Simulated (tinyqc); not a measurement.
Capillary instabilities by surface diffusion: grooving and agglomeration of films, edge retraction, wire break-up and smoothing of roughness: one step, computed by the program tinyqc.

Isotropic surface energy; shapes change by surface diffusion alone.

Task: Will grooves cut through? Groove angle beta: sin(beta) = gamma_b/(2 gamma). For circular grains of radius R with spherical caps the groove ends (measured from the mean surface) at the depth R g(beta), g = (2 - 3 cos beta + cos^3 beta)/(3 sin^3 beta). The film parts if R [g(beta_s) + g(beta_i)] > h.

Inputs (values chosen for the exercise, of the order of those of a nickel silicide film):
```
quantity,value,unit
surface energy gamma_s,1.55,J/m^2
grain-boundary energy gamma_b,0.65,J/m^2
interface energy gamma_i,0.97,J/m^2
film thickness h,3.5,nm
grain radius R,49,nm
```

Grooves: at the surface and the interface.

Give: beta_s; beta_i; sum of g; critical R/h; final depth over h.

Result:

beta_s = 12.103 degrees

beta_i = 19.576 degrees

sum of g = 0.14032

critical R/h = 7.1266

final depth over h = 1.9645

Given enough time, the grooves reach through: holes open at boundaries and, earlier, at triple junctions.
